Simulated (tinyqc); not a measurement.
The basis set: RHF and MP2 along a ladder of basis sets, for BeH2, spin multiplicity 1. Computed by the program tinyqc with PySCF. Same geometry throughout; the dipole is taken about the origin.

Geometry (angstrom):
```
atom       x        y       z
Be    0.0000   0.0000  0.0000
H     0.0000   1.2690  0.1100
H     0.0000  -1.2490  0.1090
```

RHF and frozen-core MP2 in a ladder of bases:
```
basis    functions  E(RHF) (hartree)  E(MP2 corr) (hartree)  HOMO (eV)  LUMO (eV)  dipole (debye)
sto-3g           7         -15.55967               -0.02151    -11.811      5.626           0.400
3-21g           13         -15.66903               -0.02772    -12.416      2.236           0.399
6-31g           13         -15.75509               -0.02788    -12.388      2.452           0.382
cc-pvdz         24         -15.76271               -0.05102    -12.368      1.914           0.416
cc-pvtz         58         -15.76750               -0.06095    -12.430      1.622           0.435
```

Estimate the missing row, basis = 6-31g**.

Computed row:
```
basis    functions  E(RHF) (hartree)  E(MP2 corr) (hartree)  HOMO (eV)  LUMO (eV)  dipole (debye)
6-31g**         24         -15.76257               -0.04919    -12.323      2.490           0.402
```

From cc-pVDZ to cc-pVTZ the RHF energy falls by 4.8 mhartree and the correlation energy by 9.9. If valence correlation converges as X^-3, (27 E(T) - 8 E(D))/19 gives -0.0651 hartree, a rough estimate from such small X that usually falls short; STO-3G holds about 33 % of it. Beyond STO-3G the LUMO moves by 0.9 eV and the HOMO by 0.1 eV.
